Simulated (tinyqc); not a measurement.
From results back to parameters: six-band Luttinger-Kohn model with strain. Three cases, with inputs chosen for the exercise.

Problem. A layer on a (001) face has exx = eyy = e_par and ezz = -2 (C12/C11) e_par. Its valence edges are E(HH) = -P - Q and E(LH), E(SO) = -P + (Q - Dso +/- sqrt(Dso^2 + 2 Dso Q + 9 Q^2))/2 with P = -av tr(e), Q = -(b/2)(exx + eyy - 2 ezz), counted from the unstrained top.

Find: ezz; P; Q; av; b.

Method. The three edges add up to -3 P - Dso, which gives P; E(HH) then gives Q; av = -P/tr(e) and b = -Q/(e_par - ezz).

Case 1.

Values chosen (near those of Ge; shifted at random, so the results belong to these values and not to a real crystal):
- Dso = 0.297 eV (spin-orbit splitting)
- C11 = 125.8 GPa
- C12 = 50.7 GPa
- e_par = -0.0129 (in-plane strain of a (001) layer)

E(HH), E(LH), E(SO) (eV): 0.0403940  -0.0524764  -0.3440616

Solution.

ezz = 0.010398
P = 0.01971 eV
Q = -0.06011 eV
av = 1.28 eV
b = -2.58 eV

Case 2.

Values chosen (near those of Ge; shifted at random, so the results belong to these values and not to a real crystal):
- Dso = 0.285 eV (spin-orbit splitting)
- C11 = 130.7 GPa
- C12 = 48.8 GPa
- e_par = -0.0151 (in-plane strain of a (001) layer)

E(HH), E(LH), E(SO) (eV): 0.0457537  -0.0545454  -0.3454705

Solution.

ezz = 0.011276
P = 0.02309 eV
Q = -0.06884 eV
av = 1.22 eV
b = -2.61 eV

Case 3.

Values chosen (near those of Si; shifted at random, so the results belong to these values and not to a real crystal):
- Dso = 0.043 eV (spin-orbit splitting)
- C11 = 174.1 GPa
- C12 = 63.7 GPa
- e_par = 0.0069 (in-plane strain of a (001) layer)

E(HH), E(LH), E(SO) (eV): -0.0040611  0.0646880  -0.0369456

Solution.

ezz = -0.005049
P = -0.02223 eV
Q = 0.02629 eV
av = 2.54 eV
b = -2.20 eV

Computed by tinyqc, one run a case: `OMP_NUM_THREADS=1 python tinyqc.py N N+1 out.jsonl` with N = 1051477, 1051485, 1051499; one thread of a shared Intel(R) Xeon(R) Processor @ 2.30GHz, about 0.06 s a run at most.
